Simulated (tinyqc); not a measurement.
Inside a calculation. Method: UKS/BLYP in the 6-311g basis, for H2-, spin multiplicity 2. The basis has no diffuse functions, so it cannot describe the extra electron: this is an exercise in the method, not the real anion. One step of it, computed by the program tinyqc.

Question. Iteration 2: building the Kohn-Sham matrix. J_ij = sum D_kl (ij|kl) with D = D(alpha) + D(beta); F = H + J + V_xc; E = tr D H + tr D J / 2 + E_xc + E_nn.

D(alpha) after iteration 1, order 1H 1s, 1H 2s, 1H 3s, 2H 1s, 2H 2s, 2H 3s:
```
[[0.049613, 0.055325, 0.218564, 0.008885, 0.017530, -0.126419],
 [0.055325, 0.062905, 0.217452, 0.017530, 0.027830, -0.102692],
 [0.218564, 0.217452, 1.533638, -0.126419, -0.102692, -1.388492],
 [0.008885, 0.017530, -0.126419, 0.049613, 0.055325, 0.218564],
 [0.017530, 0.027830, -0.102692, 0.055325, 0.062905, 0.217452],
 [-0.126419, -0.102692, -1.388492, 0.218564, 0.217452, 1.533638]]
```

D(beta) after iteration 1, order 1H 1s, 1H 2s, 1H 3s, 2H 1s, 2H 2s, 2H 3s:
```
[[0.009670, 0.015274, 0.035677, 0.009670, 0.015274, 0.035677],
 [0.015274, 0.024127, 0.056355, 0.015274, 0.024127, 0.056355],
 [0.035677, 0.056355, 0.131631, 0.035677, 0.056355, 0.131631],
 [0.009670, 0.015274, 0.035677, 0.009670, 0.015274, 0.035677],
 [0.015274, 0.024127, 0.056355, 0.015274, 0.024127, 0.056355],
 [0.035677, 0.056355, 0.131631, 0.035677, 0.056355, 0.131631]]
```

core Hamiltonian H = T + V (hartree), order 1H 1s, 1H 2s, 1H 3s, 2H 1s, 2H 2s, 2H 3s:
```
[[-0.259423, -0.831325, -0.577726, -0.162010, -0.356630, -0.388496],
 [-0.831325, -0.869536, -0.740492, -0.356630, -0.544406, -0.570882],
 [-0.577726, -0.740492, -0.739113, -0.388496, -0.570882, -0.634450],
 [-0.162010, -0.356630, -0.388496, -0.259423, -0.831325, -0.577726],
 [-0.356630, -0.544406, -0.570882, -0.831325, -0.869536, -0.740492],
 [-0.388496, -0.570882, -0.634450, -0.577726, -0.740492, -0.739113]]
```

Two-electron integrals (ij|kl) in chemists' order, unique and non-zero (hartree):
```
(11|11) 1.393035   (21|11) 0.822971   (21|21) 0.509703   (22|11) 0.822904
(22|21) 0.543028   (22|22) 0.644106   (31|11) 0.411256   (31|21) 0.257757
(31|22) 0.279868   (31|31) 0.130794   (32|11) 0.543681   (32|21) 0.365771
(32|22) 0.452669   (32|31) 0.189803   (32|32) 0.325140   (33|11) 0.494021
(33|21) 0.340115   (33|22) 0.445993   (33|31) 0.178035   (33|32) 0.331779
(33|33) 0.361682   (41|11) 0.038123   (41|21) 0.025336   (41|22) 0.030121
(41|31) 0.013074   (41|32) 0.021087   (41|33) 0.020578   (41|41) 0.002471
(42|11) 0.112741   (42|21) 0.078383   (42|22) 0.103524   (42|31) 0.041133
(42|32) 0.076467   (42|33) 0.080917   (42|41) 0.008696   (42|42) 0.040094
(43|11) 0.114526   (43|21) 0.080230   (43|22) 0.108769   (43|31) 0.042250
(43|32) 0.081822   (43|33) 0.089536   (43|41) 0.008856   (43|42) 0.044600
(43|43) 0.051695   (44|11) 0.452484   (44|21) 0.319089   (44|22) 0.442197
(44|31) 0.168555   (44|32) 0.336902   (44|33) 0.375067   (44|41) 0.038123
(44|42) 0.215620   (44|43) 0.256349   (44|44) 1.393035   (51|11) 0.215620
(51|21) 0.135763   (51|22) 0.148445   (51|31) 0.068980   (51|32) 0.100917
(51|33) 0.094944   (51|41) 0.008696   (51|42) 0.027550   (51|43) 0.027966
(51|44) 0.112741   (51|51) 0.040094   (52|11) 0.304552   (52|21) 0.205714
(52|22) 0.256500   (52|31) 0.106888   (52|32) 0.184802   (52|33) 0.189294
(52|41) 0.016417   (52|42) 0.064845   (52|43) 0.070275   (52|44) 0.304552
(52|51) 0.064845   (52|52) 0.131333   (53|11) 0.273644   (53|21) 0.188710
(53|22) 0.247980   (53|31) 0.098830   (53|32) 0.184410   (53|33) 0.200203
(53|41) 0.015897   (53|42) 0.070469   (53|43) 0.080412   (53|44) 0.358787
(53|51) 0.060263   (53|52) 0.135740   (53|53) 0.151695   (54|11) 0.319089
(54|21) 0.224518   (54|22) 0.308944   (54|31) 0.118471   (54|32) 0.234743
(54|33) 0.261380   (54|41) 0.025336   (54|42) 0.135763   (54|43) 0.160981
(54|44) 0.822971   (54|51) 0.078383   (54|52) 0.205714   (54|53) 0.242142
(54|54) 0.509703   (55|11) 0.442197   (55|21) 0.308944   (55|22) 0.418936
(55|31) 0.162591   (55|32) 0.317085   (55|33) 0.354490   (55|41) 0.030121
(55|42) 0.148445   (55|43) 0.175349   (55|44) 0.822904   (55|51) 0.103524
(55|52) 0.256500   (55|53) 0.301882   (55|54) 0.543028   (55|55) 0.644106
(61|11) 0.256349   (61|21) 0.160981   (61|22) 0.175349   (61|31) 0.081734
(61|32) 0.119060   (61|33) 0.111850   (61|41) 0.008856   (61|42) 0.027966
(61|43) 0.028619   (61|44) 0.114526   (61|51) 0.044600   (61|52) 0.070275
(61|53) 0.065140   (61|54) 0.080230   (61|55) 0.108769   (61|61) 0.051695
(62|11) 0.358787   (62|21) 0.242142   (62|22) 0.301882   (62|31) 0.125795
(62|32) 0.217716   (62|33) 0.223713   (62|41) 0.015897   (62|42) 0.060263
(62|43) 0.065140   (62|44) 0.273644   (62|51) 0.070469   (62|52) 0.135740
(62|53) 0.138507   (62|54) 0.188710   (62|55) 0.247980   (62|61) 0.080412
(62|62) 0.151695   (63|11) 0.356486   (63|21) 0.246329   (63|22) 0.326253
(63|31) 0.129129   (63|32) 0.244339   (63|33) 0.270152   (63|41) 0.017247
(63|42) 0.072962   (63|43) 0.082855   (63|44) 0.356486   (63|51) 0.072962
(63|52) 0.156734   (63|53) 0.173708   (63|54) 0.246329   (63|55) 0.326253
(63|61) 0.082855   (63|62) 0.173708   (63|63) 0.219068   (64|11) 0.168555
(64|21) 0.118471   (64|22) 0.162591   (64|31) 0.062486   (64|32) 0.123436
(64|33) 0.137483   (64|41) 0.013074   (64|42) 0.068980   (64|43) 0.081734
(64|44) 0.411256   (64|51) 0.041133   (64|52) 0.106888   (64|53) 0.125795
(64|54) 0.257757   (64|55) 0.279868   (64|61) 0.042250   (64|62) 0.098830
(64|63) 0.129129   (64|64) 0.130794   (65|11) 0.336902   (65|21) 0.234743
(65|22) 0.317085   (65|31) 0.123436   (65|32) 0.240037   (65|33) 0.269893
(65|41) 0.021087   (65|42) 0.100917   (65|43) 0.119060   (65|44) 0.543681
(65|51) 0.076467   (65|52) 0.184802   (65|53) 0.217716   (65|54) 0.365771
(65|55) 0.452669   (65|61) 0.081822   (65|62) 0.184410   (65|63) 0.244339
(65|64) 0.189803   (65|65) 0.325140   (66|11) 0.375067   (66|21) 0.261380
(66|22) 0.354490   (66|31) 0.137483   (66|32) 0.269893   (66|33) 0.309339
(66|41) 0.020578   (66|42) 0.094944   (66|43) 0.111850   (66|44) 0.494021
(66|51) 0.080917   (66|52) 0.189294   (66|53) 0.223713   (66|54) 0.340115
(66|55) 0.445993   (66|61) 0.089536   (66|62) 0.200203   (66|63) 0.270152
(66|64) 0.178035   (66|65) 0.331779   (66|66) 0.361682
```

nuclear repulsion = 0.45267512 hartree

V_xc(alpha) (hartree), order 1H 1s, 1H 2s, 1H 3s, 2H 1s, 2H 2s, 2H 3s:
```
[[-0.619586, -0.372536, -0.188114, -0.021548, -0.100237, -0.117664],
 [-0.372536, -0.401384, -0.276840, -0.100237, -0.179414, -0.191402],
 [-0.188114, -0.276840, -0.265767, -0.117664, -0.191402, -0.212726],
 [-0.021548, -0.100237, -0.117664, -0.619586, -0.372536, -0.188114],
 [-0.100237, -0.179414, -0.191402, -0.372536, -0.401384, -0.276840],
 [-0.117664, -0.191402, -0.212726, -0.188114, -0.276840, -0.265767]]
```

V_xc(beta) (hartree), order 1H 1s, 1H 2s, 1H 3s, 2H 1s, 2H 2s, 2H 3s:
```
[[-0.505694, -0.313835, -0.159914, -0.020350, -0.089013, -0.101679],
 [-0.313835, -0.354907, -0.248282, -0.089013, -0.167753, -0.176573],
 [-0.159914, -0.248282, -0.241539, -0.101679, -0.176573, -0.197556],
 [-0.020350, -0.089013, -0.101679, -0.505694, -0.313835, -0.159914],
 [-0.089013, -0.167753, -0.176573, -0.313835, -0.354907, -0.248282],
 [-0.101679, -0.176573, -0.197556, -0.159914, -0.248282, -0.241539]]
```

E_xc = sum of w rho eps_xc = -0.79246264 hartree

Give: Coulomb J; F(alpha); F(beta); total energy of this density.

Answer.

Coulomb J (hartree), order 1H 1s, 1H 2s, 1H 3s, 2H 1s, 2H 2s, 2H 3s:
```
[[1.6377, 1.1008, 0.5721, 0.0753, 0.3204, 0.3652],
 [1.1008, 1.3890, 1.0184, 0.3204, 0.6585, 0.7199],
 [0.5721, 1.0184, 1.0905, 0.3652, 0.7199, 0.8809],
 [0.0753, 0.3204, 0.3652, 1.6377, 1.1008, 0.5721],
 [0.3204, 0.6585, 0.7199, 1.1008, 1.3890, 1.0184],
 [0.3652, 0.7199, 0.8809, 0.5721, 1.0184, 1.0905]]
```

F(alpha) (hartree), order 1H 1s, 1H 2s, 1H 3s, 2H 1s, 2H 2s, 2H 3s:
```
[[0.7587, -0.1031, -0.1937, -0.1083, -0.1364, -0.1409],
 [-0.1031, 0.1181, 0.0011, -0.1364, -0.0653, -0.0424],
 [-0.1937, 0.0011, 0.0856, -0.1409, -0.0424, 0.0337],
 [-0.1083, -0.1364, -0.1409, 0.7587, -0.1031, -0.1937],
 [-0.1364, -0.0653, -0.0424, -0.1031, 0.1181, 0.0011],
 [-0.1409, -0.0424, 0.0337, -0.1937, 0.0011, 0.0856]]
```

F(beta) (hartree), order 1H 1s, 1H 2s, 1H 3s, 2H 1s, 2H 2s, 2H 3s:
```
[[0.8725, -0.0444, -0.1655, -0.1071, -0.1252, -0.1249],
 [-0.0444, 0.1646, 0.0296, -0.1252, -0.0536, -0.0276],
 [-0.1655, 0.0296, 0.1099, -0.1249, -0.0276, 0.0488],
 [-0.1071, -0.1252, -0.1249, 0.8725, -0.0444, -0.1655],
 [-0.1252, -0.0536, -0.0276, -0.0444, 0.1646, 0.0296],
 [-0.1249, -0.0276, 0.0488, -0.1655, 0.0296, 0.1099]]
```

total energy of this density = -1.030000 hartree
